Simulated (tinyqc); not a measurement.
Self-heating of a transistor with one or more fingers, with temperature-dependent conductivity: one step, computed by the program tinyqc. Command: `OMP_NUM_THREADS=1 python tinyqc.py 3026469 3026470 out.jsonl selfheat walk`. One thread of a shared host (Intel(R) Xeon(R) Processor @ 2.30GHz), about 0.05 s of CPU time with the checks.

N long parallel fingers lie on the top face of a slab whose bottom is held at T_0; the top is otherwise insulated, and heat flows in two dimensions. P in W/mm is 1000 P in W/m.

Question. Correction for the falling conductivity. Kirchhoff transformation for kappa = kappa_0 (T/T_0)^-m: T = T_0 [1 - (m - 1) theta/T_0]^(-1/(m - 1)), where theta is the linear rise. The bracket vanishes at the power P T_0/((m - 1) theta).

Inputs (values chosen for the exercise, modelled on gallium arsenide): exponent m in kappa ~ T^-m = 1.19; base temperature T_0 = 358 K; power per gate width P = 0.44 W/mm.

Power: fixed power.

largest theta = 30.85771 K

Give: peak temperature; true rise; true rise / linear rise; power at which the formula diverges.

Answer.

peak temperature = 390.51 K

true rise = 32.505 K

true rise / linear rise = 1.0534

power at which the formula diverges = 26.867 W/mm

The falling conductivity adds 5.3 % to the rise.
